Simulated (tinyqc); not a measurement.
Charge pumping in an n-channel transistor: two steps of the calculation.

The gate is pulsed from accumulation to inversion and back. Energies E are counted from the intrinsic level; Dit(E) = D0 [1 + b (2 E/Eg)^2]. During each edge the traps near the bands emit their carriers, and those between Eh and Ee recombine once a cycle.

Parameters, values chosen for the exercise; band and dielectric values close to those of silicon: temperature T = 300 K; band gap Eg = 1.14 eV; conduction-band density of states at 300 K Nc = 2.8e19 cm^-3; valence-band density of states at 300 K Nv = 2.7e19 cm^-3; gate area A = 0.13 um^2; trap density at midgap D0 = 6.1e10 cm^-2 eV^-1; rise of the trap density towards the band edges b = 0; cross-section for electrons sn = 1e-16 cm^2; cross-section for holes sp = 4.3e-16 cm^2; thermal velocity at 300 K, one nominal value for electrons and holes vth = 1e7 cm/s; Vth - Vfb dV = 0.98 V; pulse height Va = 2.9 V; frequency f = 29000 Hz; rise time tr = 1400 ns; fall time tf = 1100 ns.

Constants: q = 1.602176634e-19 C, kB = 1.380649e-23 J/K, Vt = kB T/q. Results are converted to the units shown.

Question 1. Emission levels. ni = sqrt(Nc Nv) exp(-Eg/(2 Vt)), Eg in volts; emission times te = (dV/Va) tf and th = (dV/Va) tr; Ee = -Vt ln(vth sn ni te), Eh = +Vt ln(vth sp ni th).

Wanted: ni; te; th; Ee; Eh.

Answer 1.

ni = 7.3060e9 cm^-3
te = 371.72 ns
th = 473.10 ns
Ee = 0.33133 eV
Eh = -0.28739 eV

The window covers 54.3 % of the gap.

Question 2. Pumped charge and current. Nit = integral of Dit from Eh to Ee = D0 [Ee - Eh + 4 b (Ee^3 - Eh^3)/(3 Eg^2)], Qcp = q A Nit, Icp = f Qcp.

Ee = 0.33132987 eV
Eh = -0.28738724 eV

Give: Nit; mean Dit; traps pumped a cycle; Icp.

Answer 2.

Nit = 3.7742e10 cm^-2
mean Dit = 6.1000e10 cm^-2 eV^-1
traps pumped a cycle = 49.064
Icp = 0.22797 pA

Range of the model: The Fermi levels of inversion and accumulation are taken to lie beyond Ee and Eh, the flat tops to fill all traps, and no geometric current is added.

Computed by the program tinyqc: `OMP_NUM_THREADS=1 python tinyqc.py 2030134 2030135 out.jsonl`, one thread of a shared Intel Xeon 2.30GHz, about 0.01 s for the whole run.
